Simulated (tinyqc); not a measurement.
n-type polysilicon, carrier trapping at grain boundaries: one step of the calculation.

One-dimensional grains of size Lg, uniform ionised doping N, monovalent traps Qt at each boundary at a depth Et below (for electrons) or above (for holes) the band edge there, abrupt depletion of width W on each side of a boundary, Boltzmann statistics. xi is the distance from the band edge at the grain centre to the Fermi level. Trapped charge Qt/(1 + exp((xi + VB - Et)/Vt)) = 2 N W, barrier VB = q N W^2/(2 eps0 eps_r).

Problem. Depletion width, Fermi level and barrier. If the trap equation with xi = Vt ln(NB/N) has a root W < Lg/2, the grain is partly depleted; otherwise W = Lg/2 and the trap equation gives xi = Et - VB + Vt ln(Qt/(N Lg) - 1). N* = Qt/Lg.

Parameters, values chosen for the exercise; values of the order met in polycrystalline silicon:
```
symbol,value,unit,meaning
T,300,K,temperature
eps_r,11.7,,relative permittivity
NB,2.8e19,cm^-3,conduction-band density of states at T
Lg,40,nm,grain size
Qt,5.1e11,cm^-2,trap density of a grain boundary
Et,0.42,eV,depth of the trap level from the majority band edge at the boundary
N,5.7e16,cm^-3,doping
```

Constants: q = 1.602176634e-19 C, kB = 1.380649e-23 J/K, Vt = kB T/q, eps0 = 8.8541878128e-14 F/cm where lengths are in cm. Results are converted to the units shown.

Wanted: N*; W; xi; VB; share of traps filled.

Solution.

N* = 1.275e17 cm^-3
W = 20.00 nm
xi = 0.4079 V
VB = 0.01763 V
share of traps filled = 0.4471

N is 0.447 N*, and the grain is fully depleted; VB = 0.682 Vt.

Numbers from tinyqc (`OMP_NUM_THREADS=1 python tinyqc.py 2830039 2830040 out.jsonl`; about 0.01 s on one thread of a shared Intel Xeon 2.30GHz).
